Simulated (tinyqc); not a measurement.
Changing the temperature T: Bloch-Grueneisen resistivity of a metal. Computed by tinyqc, a small Python program. Command: `OMP_NUM_THREADS=1 python tinyqc.py 3000135 3000136 out.jsonl bg sweep`. One thread of a shared host (Intel(R) Xeon(R) Processor @ 2.30GHz), about 0.01 s of CPU time with the checks.

Electrons scatter from a Debye spectrum of phonons (n = 5 for scattering within one band, n = 3 for scattering into a second, heavy band) and from static defects.

Inputs (values chosen for the exercise, modelled on silver):
```
quantity                      value         unit
exponent n                        5            -
Debye temperature Theta         213            K
transport coupling lambda_tr   0.13            -
Drude plasma energy hbar w_p    9.3           eV
residual resistivity rho_0      1.1  microohm cm
```

Addition: none.

Constants: k_B = 1.380649e-23 J/K; hbar = 1.054571817e-34 J s; eps_0 = 8.8541878128e-12 F/m; hbar = 6.582119569e-16 eV s; k_B = 8.617333262e-05 eV/K.

Method:
- rho_ph = (n - 1) rho_1 (T/Theta)^n J_n(Theta/T), with rho_1 = 2 pi lambda_tr k_B Theta/(hbar eps_0 w_p^2), the high-temperature line at T = Theta.
- J_n(y) = int_0^y x^n e^x/(e^x - 1)^2 dx, by 96 Gauss-Legendre points (upper limit at most 60).
- Matthiessen's rule: rho = rho_0 + rho_ph.
- Temperature coefficient (1/rho) d rho/dT by a central difference of +/- 0.5 K; residual ratio rho(295 K)/rho(4.2 K); scattering time tau = 1/(eps_0 w_p^2 rho); Wiedemann-Franz kappa = L_0 T/rho, L_0 = (pi^2/3)(k_B/e)^2.

One run for each value; columns: (1) temperature T (K); (2) resistivity rho (microohm cm); (3) phonon resistivity rho_ph (microohm cm); (4) temperature coefficient (1e-3/K); (5) Wiedemann-Franz conductivity (W/(m K)):
```
(1)     (2)         (3)     (4)     (5)
10   1.1001  1.4629e-04  0.0668   22.21
16   1.1015  1.5210e-03  0.4257   35.49
27   1.1169  1.6909e-02  2.2976   59.06
45   1.1967  9.6702e-02  4.9216   91.87
74   1.3921  2.9211e-01  5.0866  129.86
120  1.7126  6.1255e-01  3.9642  171.18
200  2.2369  1.1369e+00  2.8546  218.43
330  3.0510  1.9510e+00  2.0267  264.24
550  4.3999  3.2999e+00  1.3863  305.38
900  6.5280  5.4280e+00  0.9296  336.81
```

Over the rows, resistivity rho (microohm cm) rises from 1.10 to 6.53 (exponent d ln y / d ln x 0.0027 between the first rows and 0.80 between the last); phonon resistivity rho_ph (microohm cm) rises from 1.46e-4 to 5.43 (exponent d ln y / d ln x 5.0 between the first rows and 1.0 between the last); temperature coefficient (1e-3/K) goes from 0.0668 through a maximum among these rows, 5.09 at 74.0, to 0.930. At the high end the exponent of phonon resistivity rho_ph is 1.01, close to 1: the linear law of classical vibrations. At the low end the exponent of Wiedemann-Franz conductivity is 1.00, close to 1: defect scattering, constant rho.

Caution (rows 120): below about Theta/2 small-angle phonon scattering degrades heat flow more than charge flow, so a thermal conductivity taken from rho by the Wiedemann-Franz law would be too high.

Extremes, crossings and ranges named in words are read from the listed rows.
